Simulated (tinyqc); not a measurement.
## Bandgap voltage reference from two bipolar transistors: output against temperature

Two transistors of area 1 and N carry the same current I. Is(T) = Is (T/T0)^eta exp[(Vg0 q/kB)(1/T0 - 1/T)], VBE1 = Vt ln(I/Is(T)) + I rb, VBE2 = Vt ln(I/(N Is(T))) + I rb/N. The amplifier forces I R1(T) = VBE1 - VBE2 + Vos, with R(T) = R (1 + tc (T - T0)) for both resistors, and the output is Vref = VBE1 + I R2(T). Base currents and the Early effect are neglected.

Vt = kB T/q; I = (Vt ln N + Vos)/(R1(T) - rb (1 - 1/N)).

Parameters, values chosen for the exercise; values of the order met in silicon bipolar transistors:

| symbol | value | unit | meaning |
|---|---|---|---|
| T0 | 323 | K | reference temperature |
| Vg0 | 1.145 | V | band-gap voltage extrapolated to 0 K |
| eta | 4.1 |  | temperature exponent of the saturation current |
| Is | 1.9e-17 | A | saturation current of the unit transistor at T0 |
| N | 8 |  | area ratio of the second transistor |
| R1 | 6.9 | kohm | resistor across which the difference of VBE falls, at T0 |
| tc | 0 | ppm/K | temperature coefficient of both resistors |
| Vos | 0 | mV | offset of the amplifier |
| rb | 0 | ohm | series resistance of the unit transistor |
| R2 | 56.95 | kohm | output resistor at T0 |

Constants: q = 1.602176634e-19 C, kB = 1.380649e-23 J/K. Results are converted to the units shown.

Output against temperature:
```
T (K)	I (uA)	VBE1 (V)	I R2 (V)	Vref (V)	Vref - Vref(T0) (mV)	dVref/dT (uV/K)
218	5.6614	0.89882	0.32242	1.2212	-2.7973	82.586
233	6.0510	0.87774	0.34460	1.2223	-1.6933	64.810
253	6.5704	0.84923	0.37418	1.2234	-0.62007	42.811
273	7.0898	0.82030	0.40376	1.2241	0.030325	22.487
298	7.7390	0.78359	0.44074	1.2243	0.29563	-0.92051
323	8.3883	0.74632	0.47771	1.2240	0	-22.441
348	9.0375	0.70854	0.51469	1.2232	-0.81305	-42.356
373	9.6868	0.67027	0.55166	1.2219	-2.1063	-60.889
398	10.336	0.63155	0.58864	1.2202	-3.8475	-78.219
423	10.985	0.59242	0.62561	1.2180	-6.0084	-94.493
```

What does the comparison show?

VBE1 falls by 1.49 mV/K on average and I R2 rises by 1.48 mV/K. The slope of Vref vanishes at T = 297 K. Between 233 and 398 K Vref spans 4.14 mV, or 20.5 ppm/K by the box method (span over the average over T, over 165 K).

Program tinyqc, `OMP_NUM_THREADS=1 python tinyqc.py 2062204 2062205 out.jsonl`; Intel Xeon 2.30GHz, shared host, one thread, about 0.02 s.
